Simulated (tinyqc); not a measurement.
Deal-Grove kinetics of thermal oxidation of silicon: one step, computed by the program tinyqc. Command: `OMP_NUM_THREADS=1 python tinyqc.py 3010885 3010886 out.jsonl oxide walk`. One thread of a shared host (Intel(R) Xeon(R) Processor @ 2.30GHz), about 0.03 s of CPU time with the checks.

Oxidant diffuses through the oxide and reacts at the interface, so that dx/dt = B/(A + 2x) for the oxide thickness x.

Question. Two steps, the one at T2 first. B = B0 p exp(-E_B/(k_B T)), B/A = (B/A)0 p^m exp(-E_A/(k_B T)), p in atm; A = B/(B/A). Temperatures in kelvin are T(C) + 273.15. tau = (x_i^2 + A x_i)/B and x = (A/2) [sqrt(1 + 4 B (t + tau)/A^2) - 1], the root of x^2 + A x = B (t + tau). First t2 at T2 from x_i, then t at T from the thickness reached.

Inputs (values chosen for the exercise, close to those used for silicon): prefactor B0 = 743 um^2/h; activation energy E_B = 1.23 eV; prefactor (B/A)0 = 3.43e+06 um/h; activation energy E_A = 2.02 eV; temperature T = 1200 C; oxidant pressure p = 5 atm; pressure exponent m of B/A = 0.78; initial oxide x_i = 0.1 um; time t = 1.6 h; temperature of step 2, T2 = 1150 C; time of step 2, t2 = 1.4 h.

Ambient: dry oxygen. Surface: (100). Extension: second step.

length A = 0.1556428 um

parabolic constant B = 0.2301540 um^2/h

Constants: k_B = 8.617333262e-05 eV/K.

Give: thickness after t2 at T2; final thickness in this order.

Answer.

thickness after t2 at T2 = 0.42084 um

final thickness in this order = 0.70762 um
